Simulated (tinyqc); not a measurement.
Conduction-band offset of an n-N heterojunction from carrier-profile moments: an error in the interface position.

Layer 1 (x < 0) accumulates electrons and layer 2 (x > 0) is depleted. Boltzmann statistics. The bands bend down by V1 in layer 1 and up by V2 in layer 2, with V1 + V2 = VD = dE + Vt ln[(N2/Nc2)/(N1/Nc1)].

A C-V profile smears n(x) but keeps its zeroth and first moments: si = -int (N - n) dx, VD = (q/(eps0 eps_r)) int (N - n) x dx, dE = VD - Vt ln[(N2/Nc2)/(N1/Nc1)]. With the step of N placed at xi and the moment taken about xi, VD changes by (q/(eps0 eps_r)) [si xi + (N2 - N1) xi^2/2] and si by (N2 - N1) xi.

Inputs (values chosen for the exercise); values of the order of III-V alloys: relative permittivity of both layers eps_r = 12.4; donor density in layer 1 N1 = 6.5e15 cm^-3; donor density in layer 2 N2 = 3e16 cm^-3; fixed charge at the interface si = 0 cm^-2.

Constants: q = 1.602176634e-19 C, eps0 = 8.8541878128e-14 F/cm where lengths are in cm. Results are converted to the units shown.

An error in the interface position:
```
xi (nm)	error of si (cm^-2)	error of dE (meV)
-30	-7.0500e10	15.432
-22.5	-5.2875e10	8.6805
-15	-3.5250e10	3.8580
-7.5	-1.7625e10	0.96450
0	0	0
7.5	1.7625e10	0.96450
15	3.5250e10	3.8580
22.5	5.2875e10	8.6805
30	7.0500e10	15.432
```

Among the rows the error of dE lies between 0 and 15.4 meV, quadratic in xi, since without interface charge the first-order term vanishes; the error of si is linear, 2.35e9 cm^-2 a nanometre.

Numbers from tinyqc (`OMP_NUM_THREADS=1 python tinyqc.py 2410044 2410045 out.jsonl`; about 0.08 s on one thread of a shared Intel Xeon 2.30GHz).
